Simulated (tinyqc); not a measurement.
# p-n diode, drift-diffusion by the Gummel loop with Scharfetter-Gummel fluxes, step by step

Numbers from tinyqc (`OMP_NUM_THREADS=1 python tinyqc.py 2240158 2240159 out.jsonl`; about 0.2 s on one thread of a shared Intel Xeon 2.30GHz). Printed values are rounded.

Abrupt junction at x = 0, p side from -Lp, n side to Ln, ohmic contacts. psi is counted from the intrinsic level; n = ni exp((psi - phin)/Vt), p = ni exp((phip - psi)/Vt). Contacts: p side psi = V - Vt ln(Na/ni), p = Na, n = ni^2/Na; n side psi = Vt ln(Nd/ni), n = Nd, p = ni^2/Nd. Constant mobilities, D = mu Vt, Boltzmann statistics, SRH recombination through a mid-gap level, U = (n p - ni^2)/(tp (n + ni) + tn (p + ni)). Current is positive from the p contact to the n contact.

Parameters, values chosen for the exercise; band and dielectric values close to those of In0.53Ga0.47As:
- T = 350 K (temperature)
- Eg = 0.75 eV (band gap)
- eps_r = 13.9 (relative permittivity)
- Nc = 2.65e17 cm^-3 (conduction-band density of states at T)
- Nv = 9.75e18 cm^-3 (valence-band density of states at T)
- Na = 4.7e15 cm^-3 (acceptor density of the p side)
- Nd = 6.6e16 cm^-3 (donor density of the n side)
- mun = 8000 cm^2/(V s) (electron mobility)
- mup = 210 cm^2/(V s) (hole mobility)
- tn = 1e-9 s (SRH lifetime of electrons)
- tp = 6e-8 s (SRH lifetime of holes)
- G = 0 cm^-3 s^-1 (uniform generation rate)
- V = 0.19 V (bias of the p contact)

Constants: q = 1.602176634e-19 C, kB = 1.380649e-23 J/K, Vt = kB T/q, eps0 = 8.8541878128e-14 F/cm where lengths are in cm. Results are converted to the units shown.

## Intrinsic density and built-in voltage

ni = sqrt(Nc Nv) exp(-Eg/(2 Vt)), Eg in volts; Vbi = Vt ln(Na Nd/ni^2).

ni = 6.40270e12 cm^-3
Vbi = 0.477724 V

## Round 1: Poisson equation

```
node,x (nm),phin at the start (V),phip at the start (V)
0,-7200,0.19,0.19
1,-3430,0,0.19
2,-1620,0,0.19
3,-745,0,0.19
4,-324,0,0.19
5,-121,0,0.19
6,-23.5,0,0.19
7,23.5,0,0.19
8,90.7,0,0.19
9,187,0,0.19
10,324,0,0.19
11,520,0,0.19
12,800,0,0
```

With phin and phip held, solve a_i (psi_(i+1) - psi_i) - a_(i-1) (psi_i - psi_(i-1)) + q w_i (p_i - n_i + C_i) = 0 for the inner nodes by Newton steps to convergence; a_i = eps0 eps_r/h_i, h_i = x_(i+1) - x_i, w_i = (h_(i-1) + h_i)/2, C = -Na or +Nd.

```
node,psi (V),n after Poisson (cm^-3),p after Poisson (cm^-3)
0,-0.009018,8.72224e9,4.7e15
1,-0.009049,4.74318e12,4.70474e15
2,-0.009048,4.74324e12,4.70468e15
3,-0.008951,4.75847e12,4.68963e15
4,-0.003532,5.69523e12,3.91827e15
5,0.064006,5.34576e13,4.17442e14
6,0.179135,2.43103e15,9.17942e12
7,0.266116,4.34771e16,5.13269e11
8,0.277971,6.44122e16,3.46447e11
9,0.278684,6.59526e16,3.38356e11
10,0.278705,6.59996e16,3.38115e11
11,0.278706,6.60003e16,3.38111e11
12,0.278705,6.6e16,6.21129e8
```

## Round 1: electron continuity

With psi and p held, F_i = (mun Vt/h_i) [n_(i+1) B(d_i) - n_i B(-d_i)], d_i = (psi_(i+1) - psi_i)/Vt, B(d) = d/(exp(d) - 1); solve F_i - F_(i-1) = w_i [(n_i p_i - ni^2)/den_i - G] for the new n, with den = tp (n + ni) + tn (p + ni) taken at the old n and p, h_i = x_(i+1) - x_i, w_i = (h_(i-1) + h_i)/2; phin = psi - Vt ln(n/ni).

```
node,new n (cm^-3),phin after round 1 (V)
0,8.72224e9,0.190000
1,2.08399e12,0.024805
2,3.46071e12,0.009508
3,4.28561e12,0.003157
4,5.60384e12,0.000488
5,5.34284e13,0.000016
6,2.43098e15,0.000001
7,4.34765e16,0.000000
8,6.44114e16,0.000000
9,6.59519e16,0.000000
10,6.59991e16,0.000000
11,6.60000e16,0.000000
12,6.6e16,0.000000
```

## Round 1: hole continuity

With psi and the new n held, F_i = (mup Vt/h_i) [p_(i+1) B(-d_i) - p_i B(d_i)], d_i = (psi_(i+1) - psi_i)/Vt, B(d) = d/(exp(d) - 1); solve F_i - F_(i-1) = w_i [(n_i p_i - ni^2)/den_i - G] for the new p, with den = tp (n + ni) + tn (p + ni) taken at the new n and the old p, h_i = x_(i+1) - x_i, w_i = (h_(i-1) + h_i)/2; phip = psi + Vt ln(p/ni).

```
node,new p (cm^-3),phip after round 1 (V)
0,4.7e15,0.190000
1,4.62110e15,0.189459
2,4.59555e15,0.189292
3,4.57408e15,0.189248
4,3.82019e15,0.189235
5,4.06853e14,0.189225
6,8.93545e12,0.189188
7,4.93041e11,0.188787
8,3.09048e11,0.186555
9,2.61222e11,0.182197
10,2.02712e11,0.174570
11,1.19411e11,0.158609
12,6.21129e8,0.000000
```

## Round 2: Poisson equation

As before.

```
node,psi (V),n after Poisson (cm^-3),p after Poisson (cm^-3)
0,-0.009018,8.72224e9,4.7e15
1,-0.009572,2.04812e12,4.70203e15
2,-0.009747,3.38143e12,4.70329e15
3,-0.009699,4.18064e12,4.68893e15
4,-0.004262,5.46981e12,3.91380e15
5,0.063635,5.27746e13,4.11893e14
6,0.179029,2.42243e15,8.96699e12
7,0.266100,4.34541e16,4.93295e11
8,0.277970,6.44102e16,3.09054e11
9,0.278684,6.59525e16,2.61220e11
10,0.278705,6.59995e16,2.02710e11
11,0.278706,6.60001e16,1.19411e11
12,0.278705,6.6e16,6.21129e8
```

## Round 2: electron continuity

As before.

```
node,new n (cm^-3),phin after round 2 (V)
0,8.72224e9,0.190000
1,2.02592e12,0.025134
2,3.36836e12,0.009625
3,4.17609e12,0.003190
4,5.46930e12,0.000491
5,5.27747e13,0.000016
6,2.42243e15,0.000001
7,4.34541e16,0.000000
8,6.44102e16,0.000000
9,6.59525e16,0.000000
10,6.59995e16,0.000000
11,6.60001e16,0.000000
12,6.6e16,0.000000
```

## Round 2: hole continuity

As before.

```
node,new p (cm^-3),phip after round 2 (V)
0,4.7e15,0.190000
1,4.70302e15,0.189465
2,4.70480e15,0.189302
3,4.69057e15,0.189258
4,3.91520e15,0.189246
5,4.12042e14,0.189236
6,8.97028e12,0.189199
7,4.93485e11,0.188799
8,3.09179e11,0.186567
9,2.61326e11,0.182209
10,2.02792e11,0.174582
11,1.19459e11,0.158621
12,6.21129e8,0.000000
```

## Course of the Gummel loop

Stop when phin and phip change by less than 1e-8 V, or after 80 rounds. J = Jn at the p contact + Jp at the n contact + q sum w_i U_i - q G sum w_i over the inner nodes, which avoids differences of large majority fluxes: Jn = (q mun Vt/h_0)[n_1 B(d_0) - n_0 B(-d_0)], Jp = (q mup Vt/h_last)[p_(N-1) B(d_last) - p_N B(-d_last)], d_i = (psi_(i+1) - psi_i)/Vt, B(d) = d/(exp(d) - 1), w_i = (h_(i-1) + h_i)/2.

Course of the iteration:
```
round,J (A/cm^2),"largest change of phin, phip (V)"
1,0.441998,0.0314
2,0.433063,3.29e-4
3,0.433147,1.21e-6
4,0.433146,2.28e-8
5,0.433146,1.81e-10
```

Converged in 5 rounds.

## Recombination and current

```
node,converged psi (V),converged n (cm^-3),converged p (cm^-3)
0,-0.009018,8.72224e9,4.7e15
1,-0.009566,2.02643e12,4.70201e15
2,-0.009738,3.36948e12,4.70328e15
3,-0.009689,4.17755e12,4.68893e15
4,-0.004251,5.47115e12,3.91386e15
5,0.063640,5.27838e13,4.11969e14
6,0.179030,2.42255e15,8.96980e12
7,0.266100,4.34544e16,4.93480e11
8,0.277970,6.44102e16,3.09177e11
9,0.278684,6.59525e16,2.61325e11
10,0.278705,6.59995e16,2.02791e11
11,0.278706,6.60001e16,1.19458e11
12,0.278705,6.6e16,6.21129e8
```

U_i as defined. J = Jn at the p contact + Jp at the n contact + q sum w_i U_i - q G sum w_i over the inner nodes, which avoids differences of large majority fluxes: Jn = (q mun Vt/h_0)[n_1 B(d_0) - n_0 B(-d_0)], Jp = (q mup Vt/h_last)[p_(N-1) B(d_last) - p_N B(-d_last)], d_i = (psi_(i+1) - psi_i)/Vt, B(d) = d/(exp(d) - 1), w_i = (h_(i-1) + h_i)/2.

```
node,U (cm^-3 s^-1)
0,0
1,1.81952e21
2,2.98463e21
3,3.66730e21
4,4.61337e21
5,5.46768e21
6,1.48806e20
7,8.20771e18
8,5.14183e18
9,4.34462e18
10,3.36917e18
11,1.98042e18
12,0
```

Jn at the p contact = 0.208799 A/cm^2
Jp at the n contact = 0.00430691 A/cm^2
recombination = 0.220040 A/cm^2
generation = 0 A/cm^2
J = 0.433146 A/cm^2

A 500-node mesh gives J = 0.4205 A/cm^2; this mesh differs from it by 0.013 A/cm^2 (3.0 %).
